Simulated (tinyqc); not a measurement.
## Error from band bending against le

In A the levels shift by pb (1 - z/W)^2 for z < W. The signal from depth z is weighted by exp(-z/le)/le, so the centroid shifts by pb [1 - 2/a + (2/a^2)(1 - exp(-a))], a = W/le, and the error of iA against its value at the interface is that less pb.

Inputs (values chosen for the exercise): band bending in A at the interface pb = 0.3 V; width of the bent region W = 7.4 nm.

Results:

| le (nm) | a | centroid shift (eV) | error (meV) |
|---|---|---|---|
| 0.5 | 14.80 | 0.2622 | -37.80 |
| 1.9 | 3.895 | 0.1847 | -115.3 |
| 3.4 | 2.176 | 0.1366 | -163.4 |
| 4.8 | 1.542 | 0.1092 | -190.8 |
| 7.7 | 0.9610 | 0.07683 | -223.2 |
| 9.1 | 0.8132 | 0.06715 | -232.9 |
| 10.6 | 0.6981 | 0.05915 | -240.9 |
| 12 | 0.6167 | 0.05322 | -246.8 |

Estimate the missing row, le = 6.2 nm.

Computed row:

| le (nm) | a | centroid shift (eV) | error (meV) |
|---|---|---|---|
| 6.2 | 1.194 | 0.09080 | -209.2 |

With this row back in the table: The size of the error rises from 37.8 to 247 meV; for large a it is 2 |pb|/a. It is below 50 meV, a typical accuracy of the method, in 1 of the 9 rows. Heavily doped substrates and deep-probing photons need the correction.

tinyqc, about 0.01 s, one thread, Intel Xeon 2.30GHz (shared host): `OMP_NUM_THREADS=1 python tinyqc.py 2410092 2410093 out.jsonl`
